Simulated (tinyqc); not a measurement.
Frenkel-Kontorova chain: a misfit dislocation (kink) in a monolayer on a periodic substrate: one step, computed by the program tinyqc.

E = sum_j [(k/2)(x_(j+1) - x_j - b)^2 + (W/2)(1 - cos(2 pi x_j/a))], x_j = a (j + u_j). A kink takes u from 0 to 1: the chain is stretched by one period and has one atom fewer than wells.

Problem. Start between two atoms. Discrete chain at f = 0, ends held at u = 0 and 1: E = (k a^2/2) sum (u_(j+1) - u_j)^2 + (W/2) sum (1 - cos 2 pi u_j), gradient g_j = k a^2 (2 u_j - u_(j-1) - u_(j+1)) + pi W sin(2 pi u_j), Hessian 2 k a^2 + 2 pi^2 W cos(2 pi u_j) on the diagonal and -k a^2 beside it. Free atoms j = -n..n-1 start from the continuum shape centred half-way, at j + 1/2.

Inputs (values chosen for the exercise, for a model overlayer):

| quantity | value | unit |
|---|---|---|
| spring constant k | 4.13 | eV/angstrom^2 |
| substrate period a | 2.62 | angstrom |
| corrugation W | 1.4 | eV |
| atoms on each side n | 9 | - |

kink width l0 = 3.181979

Give: u at the start; E at the start; gradient.

Solution.

u at the start: 0.00014  0.00039  0.00104  0.00279  0.00749  0.02009  0.05381  0.14236  0.34888  0.65112  0.85764  0.94619  0.97991  0.99251  0.99721  0.99896  0.99961  0.99986

E at the start = 5.5946 eV

gradient (eV): 0.00119  -0.00090  -0.00241  -0.00647  -0.01728  -0.04499  -0.09528  0.08530  0.86302  -0.86302  -0.08530  0.09528  0.04499  0.01728  0.00647  0.00241  0.00090  -0.00119

Caution: a corrugation above 1 eV is larger than real overlayers usually show; it is chosen to keep the kink narrow.
